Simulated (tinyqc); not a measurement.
Worked calculation: sp3 tight binding, zinc-blende lattice. One step of it, computed by the program tinyqc.

Question. Bloch Hamiltonian at k. Slater-Koster rules over the four bonds with direction cosines (l, m, n): ss V_ss; s-px l V_sp; px-s -l V_sp; px-px l^2 V_pps + (1 - l^2) V_ppp; px-py l m (V_pps - V_ppp); each times exp(i k.d).

Parameters chosen for this model: zinc-blende lattice, anion at 0, cation at a/4 (1,1,1); V = eta hbar^2 / (m d^2), hbar^2/m = 7.619964 eV angstrom^2:
```
parameter          value      unit
a               4.820000  angstrom
d               2.087121  angstrom
Es anion      -13.390000        eV
Ep anion       -6.510000        eV
Es cation     -13.390000        eV
Ep cation      -6.510000        eV
eta ss         -1.430000
eta sp          1.570000
eta pp sigma    2.440000
eta pp pi      -0.600000
V ss           -2.501460        eV
V sp            2.746358        eV
V pp sigma      4.268226        eV
V pp pi        -1.049564        eV
```

k point k (2 pi / a): [0.590000, 0.080000, -0.160000]

Give: H(k) at k.

Answer.

H(k) at k (eV), order a s, a px, a py, a pz, c s, c px, c py, c pz:
$$\begin{pmatrix}
-13.3900 & 0.0000 & 0.0000 & 0.0000 & -5.7731-0.2494i & 0.1187+4.8739i & 1.2514+0.4623i & -0.6157-0.9396i \\
0.0000 & -6.5100 & 0.0000 & 0.0000 & -0.1187-4.8739i & 1.6687+0.0721i & -0.6883-1.0504i & 1.3990+0.5168i \\
0.0000 & 0.0000 & -6.5100 & 0.0000 & -1.2514-0.4623i & -0.6883-1.0504i & 1.6687+0.0721i & 0.1327+5.4486i \\
0.0000 & 0.0000 & 0.0000 & -6.5100 & 0.6157+0.9396i & 1.3990+0.5168i & 0.1327+5.4486i & 1.6687+0.0721i \\
-5.7731+0.2494i & -0.1187+4.8739i & -1.2514+0.4623i & 0.6157-0.9396i & -13.3900 & 0.0000 & 0.0000 & 0.0000 \\
0.1187-4.8739i & 1.6687-0.0721i & -0.6883+1.0504i & 1.3990-0.5168i & 0.0000 & -6.5100 & 0.0000 & 0.0000 \\
1.2514-0.4623i & -0.6883+1.0504i & 1.6687-0.0721i & 0.1327-5.4486i & 0.0000 & 0.0000 & -6.5100 & 0.0000 \\
-0.6157+0.9396i & 1.3990-0.5168i & 0.1327-5.4486i & 1.6687-0.0721i & 0.0000 & 0.0000 & 0.0000 & -6.5100
\end{pmatrix}$$
